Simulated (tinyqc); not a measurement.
Pariser-Parr-Pople SCF with singles CI, for the molecule C1=CC=CC=CC=C1 (SMILES; centres numbered as the heavy atoms are written), step by step. Computed by tinyqc, a small Python program that keeps every step. Settings: charge = 0, gamma = Ohno, start = huckel, damping = 0.5, iteration cap = 83, excitations kept = 4. Command: `OMP_NUM_THREADS=1 python tinyqc.py 24467 24468 out.jsonl` (the two numbers bound the seeds that draw the settings). One thread of a shared host (Intel(R) Xeon(R) Processor @ 2.60GHz), about 0.02 s of CPU time with the checks.

Centres (angstrom, eV; a flat drawing with bonds scaled to 1.40 angstrom):
```
centre          x          y  core charge z          W   gamma_rr
1C       1.829000   0.000000              1  11.160000  11.130000
2C       1.293000   1.293000              1  11.160000  11.130000
3C       0.000000   1.829000              1  11.160000  11.130000
4C      -1.293000   1.293000              1  11.160000  11.130000
5C      -1.829000   0.000000              1  11.160000  11.130000
6C      -1.293000  -1.293000              1  11.160000  11.130000
7C       0.000000  -1.829000              1  11.160000  11.130000
8C       1.293000  -1.293000              1  11.160000  11.130000
```

Resonance integrals (eV):
```
i  j       beta
1  2  -2.600000
2  3  -2.600000
3  4  -2.600000
4  5  -2.600000
5  6  -2.600000
6  7  -2.600000
7  8  -2.600000
8  1  -2.600000
```

Stop when output and input P, before any damping, agree to 1e-7.

Course of the cycle:
```
iteration         E (eV)  largest |P(out) - P(in)|
1          -105.97380799                  3.90e-02
2          -106.01702811                  2.81e-02
3          -106.04795847                  2.03e-02
4          -106.06821587                  1.46e-02
5          -106.08081602                  1.05e-02
6          -106.08839493                  7.59e-03
7          -106.09284919                  5.46e-03
8          -106.09542460                  3.93e-03
9          -106.09689743                  2.82e-03
10         -106.09773501                  2.03e-03
11         -106.09821198                  1.45e-03
...                  ...                       ...
73         -106.14552840                  9.16e-03
74         -106.14904378                  9.33e-03
75         -106.15275756                  9.50e-03
76         -106.15667147                  9.64e-03
77         -106.16078579                  9.77e-03
78         -106.16509927                  9.88e-03
79         -106.16960893                  9.98e-03
80         -106.17431000                  1.00e-02
81         -106.17919579                  1.01e-02
82         -106.18425763                  1.01e-02
83         -106.18948490                  1.01e-02
```

Can the last value be used, and what does the course show?

Not by the stop rule. Not converged within 83 iterations: the residual wanders without falling. Reruns (cap 100 unless said): damping 0: not converged; the original settings with a cap of 400: converged in 386 (E = -106.37459).
